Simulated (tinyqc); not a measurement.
## Resistance of a tapered via with liner, size effect and interface: via resistance against the diameter at the bottom

A round via whose diameter grows from db at the bottom as D(z) = db + 2 z/tan(ang). The fill, of diameter D - 2 tl, starts above the bottom liner (thickness fb tl) and has rho = rho0 (1 + ks lam/(D - 2 tl)); the sidewall liner conducts in parallel with it. The bottom liner and the interface are crossed over the full area pi db^2/4. Spreading in the lines above and below is left out.

Slices between z0 = fb tl and hv, evaluated at their midpoints: conductance per length pi/4 [(D - 2 tl)^2/rho + (D^2 - (D - 2 tl)^2)/rl], slice resistance = slice height over that. 2000 slices. R_fill = sum of the slices; R_bottom = rl fb tl/(pi db^2/4); R_interface = ri/(pi db^2/4); ballistic (Sharvin) limit 1/(Sb pi (db - 2 tl)^2/4); ideal cylinder rho0 hv/(pi db^2/4).

Inputs (values chosen for the exercise); fill metal close to molybdenum: height hv = 88 nm; sidewall angle ang = 85 degrees; bulk resistivity of the fill rho0 = 5.4 uohm cm; mean free path of the fill lam = 11.5 nm; size-effect factor ks = 1.3; liner on the sidewall tl = 0.2 nm; liner at the bottom over that on the sidewall fb = 0.5; resistivity of the liner rl = 440 uohm cm; interface resistivity at the bottom ri = 3.5e-12 ohm cm^2; ballistic conductance per area, about 3/(4 rho0 lam) Sb = 1.3e15 S/m^2.

Via resistance against the diameter at the bottom:
columns A: db (nm); B: R_fill (ohm); C: R_bottom (ohm); D: R_interface (ohm); E: R (ohm); F: ballistic limit (ohm); G: R over ideal cylinder; H: largest part
```
A         B        C        D      E       F       G     H
6     137.2    15.56    12.38  165.1   31.23  0.9823  fill
8.3   74.05    8.132    6.469  88.65   15.69   1.009  fill
11    43.54    4.630    3.683  51.85   8.717   1.037  fill
16    21.45    2.188    1.741  25.38   4.025   1.074  fill
22    11.69    1.157   0.9207  13.77   2.099   1.101  fill
30    6.430   0.6225   0.4951  7.548   1.118   1.123  fill
42    3.339   0.3176   0.2526  3.909  0.5660   1.140  fill
58    1.770   0.1665   0.1325  2.069  0.2952   1.150  fill
80   0.9368  0.08754  0.06963  1.094  0.1546   1.157  fill
```

R falls from 165 to 1.09 ohm. The fill is the largest part at db = 6 and in all other rows. R goes as db^(-1.92) between the first two rows and db^(-1.98) between the last two; area alone gives -2.

tinyqc, about 0.01 s, one thread, Intel Xeon 2.30GHz (shared host): `OMP_NUM_THREADS=1 python tinyqc.py 2750082 2750083 out.jsonl`
